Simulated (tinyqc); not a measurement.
Bloch-Grueneisen resistivity of a metal: one step, computed by the program tinyqc.

Electrons scatter from a Debye spectrum of phonons (n = 5 for scattering within one band, n = 3 for scattering into a second, heavy band) and from static defects.

Problem. The integral and the phonon part. J_n(y) = int_0^y x^n e^x/(e^x - 1)^2 dx, by 96 Gauss-Legendre points (upper limit at most 60). rho_ph = (n - 1) rho_1 (T/Theta)^n J_n(Theta/T), with rho_1 = 2 pi lambda_tr k_B Theta/(hbar eps_0 w_p^2), the high-temperature line at T = Theta.

Inputs (values chosen for the exercise, modelled on molybdenum): exponent n = 5; Debye temperature Theta = 370 K; temperature T = 295 K.

Addition: none.

rho_1 = 7.717567 microohm cm

Give: Theta/T; J_n; phonon resistivity rho_ph.

Solution.

Theta/T = 1.254

J_n = 0.5676

phonon resistivity rho_ph = 5.646 microohm cm

This is 91.8 % of the straight line rho_1 T/Theta.
